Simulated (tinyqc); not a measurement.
# MOS capacitor on an n-type substrate, surface potential from the exact charge relation: what changes with what

Uniform n-type substrate, Boltzmann statistics, full ionisation, classical densities. psi is the surface potential against the body (positive when the bands bend down) and u = -psi/Vt. Traps are spread evenly over the gap and neutral at flat band, so their charge is -q Dit psi; the minority quasi-Fermi level is shifted by Vb.

Values chosen for this exercise; band and dielectric values close to those of gallium nitride: temperature T = 300 K; band gap Eg = 3.42 eV; relative permittivity eps_r = 9.67; conduction-band density of states at T Nc = 2.31e18 cm^-3; valence-band density of states at T Nv = 4.68e19 cm^-3; electron affinity chi = 4.15 eV; donor density of the substrate N = 4e15 cm^-3; relative permittivity of the gate insulator (close to silicon dioxide) eox = 3.9; insulator thickness tox = 1.9 nm; gate work function phiM = 4.95 eV; fixed charge at the interface, in units of q Nf = 0 cm^-2; density of interface traps Dit = 0 cm^-2 eV^-1; reverse bias of the inversion layer against the body Vb = 0 V.

Constants: q = 1.602176634e-19 C, kB = 1.380649e-23 J/K, Vt = kB T/q, eps0 = 8.8541878128e-14 F/cm where lengths are in cm. Results are converted to the units shown.

Each table varies one quantity; the others keep the values above.

## Capacitance-voltage curves

ni = sqrt(Nc Nv) exp(-Eg/(2 Vt)), Eg in volts; phiF = Vt ln(N/ni); Cox = eps0 eox/tox; Vfb = phiM - chi - Vt ln(Nc/N) - q Nf/Cox; Q0 = sqrt(2 eps0 eps_r q N Vt); r = (ni/N)^2 exp(-Vb/Vt); VT = Vfb - [(2 phiF + Vb)(1 + q Dit/Cox) + sqrt(2 eps0 eps_r q N (2 phiF + Vb))/Cox]. u = -psi/Vt; F^2 = exp(-u) + u - 1 + r (exp(u) - u - 1); Qs = +sign(u) Q0 F; Cs = -dQs/dpsi = (Q0/Vt) |1 - exp(-u) + r (exp(u) - 1)|/(2 F). psi solves Vg = Vfb + psi + (q Dit psi - Qs)/Cox. Low frequency: 1/C_LF = 1/Cox + 1/(Cs + q Dit). High frequency, in the simple estimate in which traps and minority carriers do not follow: 1/C_HF = 1/Cox + 1/Cd, Cd being Cs with r = 0 at the same psi. Deep depletion: r = 0 and Dit = 0 both in the equation for psi and in Cs. Minority sheet density N_inv = (Q0/(2 q)) int_0^u r (exp(t) - 1)/F(t) dt for u > 0. N_inv under 1 cm^-2 is printed as 0. Regimes: accumulation when majority carriers gather, then depletion up to |psi| = phiF + Vb, weak inversion up to 2 phiF + Vb, strong inversion beyond.

Results:

| Vg (V) | psi (V) | C_LF/Cox | C_HF/Cox | C_deep/Cox | N_inv (cm^-2) | regime |
|---|---|---|---|---|---|---|
| 1.42 | 0.26746 | 0.90910 | 0.90910 | 0.90910 | 0 | accumulation |
| 0.96 | 0.19568 | 0.71421 | 0.71421 | 0.71421 | 0 | accumulation |
| 0.5 | -0.12973 | 0.027300 | 0.027300 | 0.027300 | 0 | depletion |
| 0.04 | -0.58202 | 0.012073 | 0.012073 | 0.012073 | 0 | depletion |
| -0.42 | -1.0373 | 0.0089807 | 0.0089807 | 0.0089807 | 0 | depletion |
| -0.88 | -1.4935 | 0.0074667 | 0.0074667 | 0.0074667 | 0 | depletion |
| -1.34 | -1.9503 | 0.0065268 | 0.0065268 | 0.0065268 | 0 | weak inversion |
| -2.26 | -2.8649 | 0.0053969 | 0.0053798 | 0.0053798 | 5.0916e6 | weak inversion |
| -2.72 | -3.2130 | 0.72352 | 0.0050791 | 0.0049944 | 1.2522e12 | strong inversion |
| -3.18 | -3.2824 | 0.91130 | 0.0050249 | 0.0046815 | 5.6819e12 | strong inversion |

Estimate the missing row, Vg = -1.8 V.

Computed row:

| Vg (V) | psi (V) | C_LF/Cox | C_HF/Cox | C_deep/Cox | N_inv (cm^-2) | regime |
|---|---|---|---|---|---|---|
| -1.8 | -2.4075 | 0.0058709 | 0.0058709 | 0.0058709 | 0 | weak inversion |

With this row back in the table: C_LF/Cox is lowest, 0.00540, at Vg = -2.26 V (weak inversion) among the rows listed and is 0.911 in the last row, where C_HF/Cox is 0.00502 and the deep-depletion value 0.00468. Vfb = 0.636 V, where C_HF/Cox = 0.0742 (Cox in series with eps0 eps_r/LD), and VT = -2.41 V. Over the last two rows psi moves by only 0.15 V a volt of gate bias, since the inversion charge screens the body. In strong accumulation and inversion degeneracy and confinement, left out here, lower the capacitance.

## Effect of the gate work function on threshold and swing

ni = sqrt(Nc Nv) exp(-Eg/(2 Vt)), Eg in volts; phiF = Vt ln(N/ni); Cox = eps0 eox/tox; Vfb = phiM - chi - Vt ln(Nc/N) - q Nf/Cox; VT = Vfb - [(2 phiF + Vb)(1 + q Dit/Cox) + sqrt(2 eps0 eps_r q N (2 phiF + Vb))/Cox]. gamma = sqrt(2 eps0 eps_r q N)/Cox; Wm = sqrt(2 eps0 eps_r (2 phiF + Vb)/(q N)); m = 1 + (eps0 eps_r/Wm + q Dit)/Cox; swing m Vt ln 10; Cmin/Cox = 1/(1 + Cox Wm/(eps0 eps_r)).

The same in every row: 2 phiF (V) = 3.013; gamma (V^0.5) = 0.01823; Wm (nm) = 897.3; m = 1.005; swing (mV/decade) = 59.84; Cmin/Cox = 0.005223.

Result of one run:

| phiM (eV) | Vfb (V) | VT (V) |
|---|---|---|
| 4.55 | 0.2356 | -2.809 |

What becomes of these results when the gate work function phiM is changed from 4.55 to 4.75 eV, all else the same?

Result of the changed run:

| phiM (eV) | Vfb (V) | VT (V) |
|---|---|---|
| 4.75 | 0.4356 | -2.609 |

The whole series:

| phiM (eV) | Vfb (V) | VT (V) |
|---|---|---|
| 4.15 | -0.1644 | -3.209 |
| 4.35 | 0.03561 | -3.009 |
| 4.55 | 0.2356 | -2.809 |
| 4.75 | 0.4356 | -2.609 |
| 4.95 | 0.6356 | -2.409 |
| 5.15 | 0.8356 | -2.209 |
| 5.35 | 1.036 | -2.009 |

As phiM goes from 4.15 to 5.35, VT rises from -3.21 to -2.01 V, the swing stays at 59.8 mV/decade and Cmin/Cox stays at 0.00522. The whole change of VT is that of Vfb: the curve shifts rigidly.

## Effect of the relative permittivity of the gate insulator on threshold and swing

Same model as above.

The same in every row: Vfb (V) = 0.6356; 2 phiF (V) = 3.013; Wm (nm) = 897.3.

Effect of the relative permittivity of the gate insulator on threshold and swing:

| eox | gamma (V^0.5) | VT (V) | m | swing (mV/decade) | Cmin/Cox |
|---|---|---|---|---|---|
| 3.9 | 0.01823 | -2.409 | 1.005 | 59.84 | 0.005223 |
| 5 | 0.01422 | -2.403 | 1.004 | 59.77 | 0.004078 |
| 7.5 | 0.009478 | -2.394 | 1.003 | 59.69 | 0.002723 |
| 9 | 0.007899 | -2.392 | 1.002 | 59.66 | 0.002270 |
| 15 | 0.004739 | -2.386 | 1.001 | 59.61 | 0.001363 |
| 22 | 0.003231 | -2.383 | 1.001 | 59.58 | 9.298e-4 |
| 30 | 0.002370 | -2.382 | 1.001 | 59.57 | 6.820e-4 |

As eox goes from 3.9 to 30, VT rises from -2.41 to -2.38 V, the swing stays near 59.7 mV/decade and Cmin/Cox falls from 0.00522 to 6.82e-4. Vfb does not move. m - 1 goes as eox^(-1.00), that is as 1/Cox.

tinyqc, about 0.01 s, one thread, Intel Xeon 2.30GHz (shared host): `OMP_NUM_THREADS=1 python tinyqc.py 2060020 2060021 out.jsonl`
